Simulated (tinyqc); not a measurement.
Drifting, spreading and decaying minority pulse (Haynes-Shockley), backward Euler time steps: one step of the calculation.

Low injection in a uniform field: dn/dt = D d2n/dx2 - v dn/dx - n/tau with D = mu Vt and v = mu F towards +x. Exact solution on an infinite bar for a Gaussian start at x0: n = N0 exp(-t/tau) exp(-(x - x0 - v t)^2/(2 s^2))/sqrt(2 pi s^2), s^2 = s0^2 + 2 D t.

Task. Densities after a time step. (L n)_i = a n_(i-1) + b n_i + c n_(i+1), n = 0 beyond the ends. Backward Euler step: solve n(new) - L n(new) = n.

a = 1.9098406
b = -2.3441813
c = 0.27184065
n at t = 2 dt, node 1 to 11 (in units of 1e12 cm^-3): 0.1061185  0.4932120  1.3629633  2.4697521  3.1566411  3.1427098  2.6806361  2.0902475  1.5434634  1.0956941  0.7149026

Find: n at t = 3 dt.

Result.

n at t = 3 dt, node 1 to 11 (in units of 1e12 cm^-3): 0.050  0.228  0.640  1.253  1.836  2.167  2.204  2.024  1.731  1.399  1.013

tinyqc, about 0.01 s, one thread, Intel Xeon 2.30GHz (shared host): `OMP_NUM_THREADS=1 python tinyqc.py 2310131 2310132 out.jsonl`
